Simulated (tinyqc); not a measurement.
Effective mass of the conduction band from tabulated energies, step by step. Values are carried at full precision from step to step, so a last printed digit may differ when a step is redone from the rounded ones.

c = hbar^2/2m0. A uniform scatter of up to 0.1 meV has been added to mimic numerical noise.
Constants: hbar^2/2m0 = 3.80998211 eV angstrom^2; kB = 8.617333262e-05 eV/K.

Inputs chosen for the exercise (out of a larger set: band of an eight-band Kane model near Ge; not measured data): T = 300 K (temperature).

## Finite differences

Energies along [100], from the band edge:
```
k (1/angstrom)  E (meV)
0.00000          0.0000
0.00360          1.2575
0.00720          5.2011
0.01080         11.5514
0.01440         20.3944
0.01800         31.2866
0.02160         44.5500
0.02520         59.6492
0.02880         76.6296
```

reference mass (curvature of the model at k = 0.0001 1/angstrom) = 0.03800 m0

The band is even in k. m = c k^2/E(k) from the points 1, 2, 4 (k = 0 is point 0); Richardson from points 1 and 2: c/m = [16 E(k1) - E(k2)]/(12 k1^2).

m from points 1, 2, 4 (m0): [0.03927, 0.03797, 0.03874]

m by Richardson = 0.03972 m0

Errors against the reference: +3.33, -0.07 and +1.94 % and +4.52 %. The extrapolation does not help: a scatter of 0.1 meV is 8 % of the first energy, and the formula weights that point by 4/3.

## Least squares over all points

Fit E = a k^2 (a = sum k^2 E/sum k^4), then E = a k^2 + b k^4 from the normal equations; E in eV; m = c/a.

sums of k^4, k^6, k^8: [1.4734e-06, 9.7294e-10, 6.9638e-13]

sums of k^2 E, k^4 E: [0.00013822, 9.0804e-08]

a, one term = 93.815 eV angstrom^2

a and b, two terms: [99.61, -8774]

m, one and two terms (m0): [0.04061, 0.03825]

The parabola over all points errs by +6.9 % because the weights k^4 favour the outer points; the second term brings the error to +0.7 %.

## The non-parabolic form

E (1 + alpha E) = c k^2/m means that y = c k^2/E is a straight line in E with intercept m and slope m alpha. Fit the line by unweighted least squares over points 1 to 8, E in eV.

y (m0): [0.03927, 0.03797, 0.03847, 0.03874, 0.03946, 0.03990, 0.04056, 0.04124]

m = 0.03829 m0
alpha = 0.966 1/eV

The intercept errs by +0.77 %. The scatter of the first points, divided by small energies, tilts an unweighted line. The model has Eg = 0.882 eV, and for two bands alpha is near 1/Eg = 1.13 1/eV.

## Which mass for which use

From the fitted m and alpha: momentum mass at energy E, m (1 + 2 alpha E); curvature mass m (1 + 2 alpha E)^3; thermal factors to first order in alpha kT: density of states Nc (1 + 15 alpha kT/4), conductivity mass m (1 + 5 alpha kT). Take E = 3 kT/2.

alpha kT = 0.0250
momentum mass = 0.04116 m0
curvature mass = 0.04756 m0
factor on Nc = 1.0937
thermal conductivity mass = 0.04308 m0

alpha kT is small, so first order serves. In Ge the electrons sit at L; these values concern the Gamma valley.

## Checks

- Two-term fit by normal equations against a least-squares routine: both 99.6091.

(tinyqc, `OMP_NUM_THREADS=1 python tinyqc.py 1881047 1881048 out.jsonl`, Intel(R) Xeon(R) Processor @ 2.30GHz, 1 thread, shared host, about 0.01 s.)
